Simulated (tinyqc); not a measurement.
Bottom-up copper filling of a trench by curvature-enhanced accelerator coverage: one step, computed by the program tinyqc. Command: `OMP_NUM_THREADS=1 python tinyqc.py 3031730 3031731 out.jsonl superfill walk`. One thread of a shared host (Intel(R) Xeon(R) Processor @ 2.30GHz), about 0.08 s of CPU time with the checks.

A rectangular trench keeps vertical walls and a flat floor. An accelerator floats on the surface; where area is lost in the corners it is passed on to the floor.

Problem. Velocities. Kinetic current i_k = [i_0 (1 - theta) + i_1 theta] exp(alpha eta/(k_B T)), limit i_L = 2 F D C/delta, i = 1/(1/i_k + 1/i_L); velocity v = i Omega/(2F), Omega = 7.11 cm^3/mol, F = e N_A. Depletion inside the trench is ignored.

Inputs (values chosen for the exercise, close to those used for damascene copper plating):

| quantity | value | unit |
|---|---|---|
| exchange current of the suppressed surface i_0 | 0.013 | mA/cm^2 |
| exchange current of the accelerated surface i_1 | 1.2 | mA/cm^2 |
| transfer coefficient alpha | 0.45 | - |
| overpotential eta | 0.096 | V |
| starting coverage theta_0 | 0.066 | - |
| cupric ion concentration C | 0.23 | mol/l |
| diffusivity D | 5.8e-06 | cm^2/s |
| boundary layer delta | 22 | um |
| temperature T | 298 | K |

Constants: e = 1.602176634e-19 C; N_A = 6.02214076e+23 1/mol; k_B = 8.617333262e-05 eV/K.

Give: limiting current i_L; velocity at theta = 0; velocity at theta_0; velocity at theta = 1; ratio v(1)/v(theta_0).

Solution.

limiting current i_L = 117.0 mA/cm^2

velocity at theta = 0 = 0.02574 nm/s

velocity at theta_0 = 0.1802 nm/s

velocity at theta = 1 = 2.253 nm/s

ratio v(1)/v(theta_0) = 12.50
